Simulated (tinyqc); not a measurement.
From results back to parameters: bond-orbital model of a tetrahedral semiconductor (Harrison's universal couplings). Four cases, with inputs chosen for the exercise.

Problem. In the bond-orbital model the bond-antibond splitting is 2 sqrt(V2^2 + V3^2), Z* = 4 ap - (Z - 4) with ap = V3/sqrt(V2^2 + V3^2), and V2 = 3.22 x 2c/d^2, c = hbar^2/2m0. The values below come from a hidden bond length and V3.

Constants: hbar^2/2m0 = 3.80998211 eV angstrom^2.

Case 1.

Values chosen (out of a larger set: near tabulated values for CdTe; the model gives trends, and its gaps can be far from the real ones; not measured data): Z = 6 (valence electrons of the anion).

splitting = 9.52904 eV
Z* = 1.01605 e

Case 2.

Values chosen (out of a larger set: near tabulated values for GaAs; the model gives trends, and its gaps can be far from the real ones; not measured data): Z = 5 (valence electrons of the anion).

splitting = 9.27369 eV
Z* = 0.83314 e

Case 3.

Values chosen (out of a larger set: near tabulated values for BN; the model gives trends, and its gaps can be far from the real ones; not measured data): Z = 5 (valence electrons of the anion).

splitting = 21.00055 eV
Z* = 0.40758 e

Case 4.

Values chosen (out of a larger set: near tabulated values for GaAs; the model gives trends, and its gaps can be far from the real ones; not measured data): Z = 5 (valence electrons of the anion).

splitting = 9.25592 eV
Z* = 0.87556 e

Find: V2, V3; d.

Solution. ap = (Z* + Z - 4)/4; V3 = ap times half the splitting, V2 = sqrt(1 - ap^2) times it, and d = sqrt(6.44 c/V2).

Case 1.

V2, V3 (eV): 3.130  3.592

d = 2.800 angstrom

Case 2.

V2, V3 (eV): 4.121  2.125

d = 2.440 angstrom

Case 3.

V2, V3 (eV): 9.829  3.695

d = 1.580 angstrom

Case 4.

V2, V3 (eV): 4.088  2.170

d = 2.450 angstrom

Computed by tinyqc, one run a case: `OMP_NUM_THREADS=1 python tinyqc.py N N+1 out.jsonl` with N = 1481706, 1481790, 1481791, 1481826; one thread of a shared Intel(R) Xeon(R) Processor @ 2.30GHz, about 0.01 s a run at most.
